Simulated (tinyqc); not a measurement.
RKS/PBE in the 6-31g basis, for H2, spin multiplicity 1, step by step. One step of it, computed by the program tinyqc.

Task: Iteration 1: diagonalisation and new density. Diagonalise F' = X^T F X, C = X C', fill 1 alpha and 1 beta electrons from the bottom; D = 2 C_occ C_occ^T. Each column has its largest component positive (the first on a tie).

Kohn-Sham matrix F (hartree), lower triangle:
```
           1H 1s      1H 2s      2H 1s      2H 2s
1H 1s  -0.144078
1H 2s  -0.426249  -0.314824
2H 1s  -0.329002  -0.307342   0.001903
2H 2s  -0.345680  -0.279431  -0.340107  -0.229382
```

X, lower triangle:
```
           1H 1s      1H 2s      2H 1s     2H 2s
1H 1s   1.261543
1H 2s  -0.497598   1.772181
2H 1s  -0.091587   0.044359   1.261543
2H 2s   0.044359  -0.795013  -0.497598  1.772181
```

Give: F' = X^T F X; orbital energies; coefficients C; D after iteration 1.

Result:

F' = X^T F X (hartree), lower triangle:
```
         1        2        3       4
1   0.2519
2  -0.4627   0.0864
3  -0.2329  -0.0291   0.3973
4  -0.0588  -0.1310  -0.4508  0.2151
```

orbital energies (hartree): MO1 -0.4583, MO2 -0.0048, MO3 0.5463, MO4 0.8676

coefficients C:
```
          MO1      MO2      MO3      MO4
1H 1s  0.3844  -0.1585   1.0069   0.8141
1H 2s  0.4536  -1.2202  -0.9189  -1.2179
2H 1s  0.2627   0.3163   0.6036  -1.1472
2H 2s  0.1160   1.2655  -0.4689   1.4790
```

D after iteration 1, lower triangle:
```
        1H 1s   1H 2s   2H 1s   2H 2s
1H 1s  0.2955
1H 2s  0.3487  0.4115
2H 1s  0.2020  0.2384  0.1381
2H 2s  0.0892  0.1052  0.0610  0.0269
```
